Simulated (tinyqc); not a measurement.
Density of states of one tight-binding band on the simple cubic lattice: sweeps and comparisons. A value that a table varies takes the place of the one given here.

E(k) = -2 t (c1 + c2 + c3) - 4 t2 (c1 c2 + c2 c3 + c3 c1) with ci = cos(2 pi ki); k in fractions of the reciprocal vectors, mesh k_i = j/N with j = 0 .. N-1. Densities are per cell and per spin, so the band holds one state.

Each cube of the mesh, corners numbered 0 to 7 as the binary number (i j l), is cut into six tetrahedra around the diagonal 0-7: 0137, 0157, 0237, 0267, 0457, 0467. For corner energies e1 <= e2 <= e3 <= e4 and eij = ei - ej, the share of the tetrahedron below E is n = (E - e1)^3/(e21 e31 e41) for e1 < E < e2; n = [e21^2 + 3 e21 x + 3 x^2 - (e31 + e42) x^3/(e32 e42)]/(e31 e41) with x = E - e2 for e2 < E < e3; n = 1 - (e4 - E)^3/(e41 e42 e43) for e3 < E < e4; its density of states is g = dn/dE.

Gaussian broadening: g(E) = mean over the mesh of exp(-(E - E_k)^2/(2 sigma^2))/(sigma sqrt(2 pi)), n(E) = mean of erfc((E_k - E)/(sigma sqrt 2))/2.

Values chosen for the exercise: t = 1.9 eV (nearest hopping); t2 = -0.2 eV (second hopping); N2 = 12 (mesh points along each axis in this comparison); sigma = 0.95 eV (Gaussian width); E = 6.31 eV (energy at which the density is wanted).

## Three ways to the same curve

N = N2 here; the reference is the linear method with N = 36.

g(E) (1/eV):
```
E (eV)  reference  linear tetrahedra  Gaussian, sigma  Gaussian, sigma/4  reference n(E)
-6.927      0.035              0.034            0.036              0.025           0.046
-4.854      0.069              0.066            0.069              0.095           0.148
-2.781      0.081              0.084            0.081              0.054           0.321
-0.708      0.076              0.078            0.076              0.095           0.484
1.364       0.072              0.075            0.072              0.106           0.637
3.437       0.054              0.053            0.056              0.077           0.780
5.510       0.033              0.033            0.035              0.059           0.866
7.583       0.023              0.023            0.024              0.028           0.923
9.655       0.015              0.015            0.015              0.021           0.962
11.728      0.009              0.008            0.009              0.008           0.988
```

What can be read from the table?

Root-mean-square errors against the reference: 0.0017 for linear tetrahedra, 0.0010 for sigma and 0.0206 for sigma/4. The narrow Gaussian is worse than the wide one, because it resolves the separate mesh levels. The reference is highest at -2.781 eV of the energies listed, and half filling lies between -0.708 and 1.364 eV.

## Convergence with the mesh

At the energy E; the plain count is the share of mesh points below E; the reference is the linear method with N = 36.

Results:
```
N   points  g linear  n linear  g Gaussian  n Gaussian  n plain count
4       64    0.0285    0.9340      0.0059      0.8911         0.8906
6      216    0.0277    0.9076      0.0271      0.8866         0.9120
8      512    0.0289    0.9002      0.0332      0.8851         0.8887
12    1728    0.0285    0.8946      0.0288      0.8881         0.9010
16    4096    0.0284    0.8928      0.0290      0.8880         0.8918
20    8000    0.0286    0.8920      0.0291      0.8879         0.8934
```

reference n and g: 0.8908  0.0285

What does this show?

The linear n(E) stays within 0.002 of the reference from N = 16 on. The Gaussian g stays within 1 % of its last value from N = 16 on; it tends to the broadened curve, not the true one. At the last mesh it lies +0.001 1/eV from the reference g and the linear g 0.000. The plain count errs by +0.0025 at the last mesh.

## Critical points

The gradient vanishes at these points by symmetry; the signs of the eigenvalues of the second-derivative matrix give the type.

Critical points:
```
point                k   E (eV)  positive  negative     type
Gamma        (0, 0, 0)  -9.0000         3         0  minimum
X          (0.5, 0, 0)  -4.6000         2         1   saddle
M        (0.5, 0.5, 0)   3.0000         1         2   saddle
R      (0.5, 0.5, 0.5)  13.8000         0         3  maximum
```

What does this show?

Gamma is a minimum at -9.000 eV: its contribution to g starts as a square root. X is a saddle at -4.600 eV: g has a square-root kink there. M is a saddle at 3.000 eV: g has a square-root kink there. R is a maximum at 13.800 eV: its contribution to g ends as a square root.

## What moves the count of states

Linear method and Gaussian sum with N = 14. Each row changes one parameter from the base and keeps the others.

Results:
```
case            n linear  g linear (1/eV)  n Gaussian  g Gaussian (1/eV)
base              0.8936           0.0287      0.8880             0.0292
t = 2.09 eV       0.8771           0.0293      0.8715             0.0301
E = 6.5 eV        0.8989           0.0277      0.8934             0.0281
sigma = 1.9 eV    0.8936           0.0287      0.8798             0.0313
t2 = -0.105 eV    0.9000           0.0309      0.8938             0.0315
```

How do the results move?

The largest shifts from the base row, up to three for each result and ties (the steps differ in size, so this ranks the rows, not the parameters). n linear: t -0.0164, t2 +0.0065, E +0.0054; unchanged at the printed digits by sigma. g linear (1/eV): t2 +0.0022, E -0.0010, t +0.0007; unchanged at the printed digits by sigma. n Gaussian: t -0.0164, sigma -0.0082, t2 +0.0058. g Gaussian (1/eV): t2 +0.0024, sigma +0.0021, E -0.0010.

(tinyqc, `OMP_NUM_THREADS=1 python tinyqc.py 1651337 1651338 out.jsonl`, Intel(R) Xeon(R) Processor @ 2.30GHz, 1 thread, shared host, about 0.2 s.)
